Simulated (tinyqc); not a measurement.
MESFET, gradual channel with velocity saturation: one step of the calculation.

A uniformly doped n-type channel, depleted from the top by a Schottky gate; at channel potential V the depleted share of a is u = sqrt((Vbi - Vg + V)/Vp), s at the source. Electrons drift with v = mu E/(1 + mu E/vsat). Abrupt depletion edge, no series resistance, source at 0.

Problem. The saturation point by Newton steps. a is the channel (half-)thickness, Vp its pinch-off voltage and Z = mu Vp/(vsat L); an iterate with u > 1 is an overshoot, not a physical state. f = (1 - u)(1 + Z (u^2 - s^2)) - Z F/3, F = 3 (u^2 - s^2) - 2 (u^3 - s^3); f' = -(1 + Z (u^2 - s^2)); u(new) = u - f/f'.

u at the start = 1
Z = 0.47288602
s = 0.78682173

Give: f; f'; u after iteration 1.

Solution.

f = -0.01844
f' = -1.180
u after iteration 1 = 0.9844

Numbers from tinyqc (`OMP_NUM_THREADS=1 python tinyqc.py 2500001 2500002 out.jsonl`; about 0.04 s on one thread of a shared Intel Xeon 2.30GHz).
